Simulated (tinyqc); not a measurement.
## Potential step from the flux

Inverse problem. On one interval J = (q mu Vt/hx) [nb B(d) - na B(-d)], B(d) = d/(exp(d) - 1), d = (psi_b - psi_a)/Vt. Find psi_b - psi_a, and the step at which J would vanish.

Parameters, values chosen for the exercise: temperature T = 293 K; electron mobility mu = 1360 cm^2/(V s); density at the left node na = 2e14 cm^-3; density at the right node nb = 2.6e13 cm^-3; node spacing hx = 24 nm.

Constants: q = 1.602176634e-19 C, kB = 1.380649e-23 J/K, Vt = kB T/q. Results are converted to the units shown.

J = -25.710281 A/cm^2

Solution. B(d) falls and B(-d) rises with d, so J falls steadily with the step and one value matches. J = 0 needs nb/na = exp(d), the Boltzmann ratio.

psi_b - psi_a = -0.0470 V
step for J = 0 = -0.0515 V

tinyqc, about 0.01 s, one thread, Intel Xeon 2.30GHz (shared host): `OMP_NUM_THREADS=1 python tinyqc.py 2220048 2220049 out.jsonl`
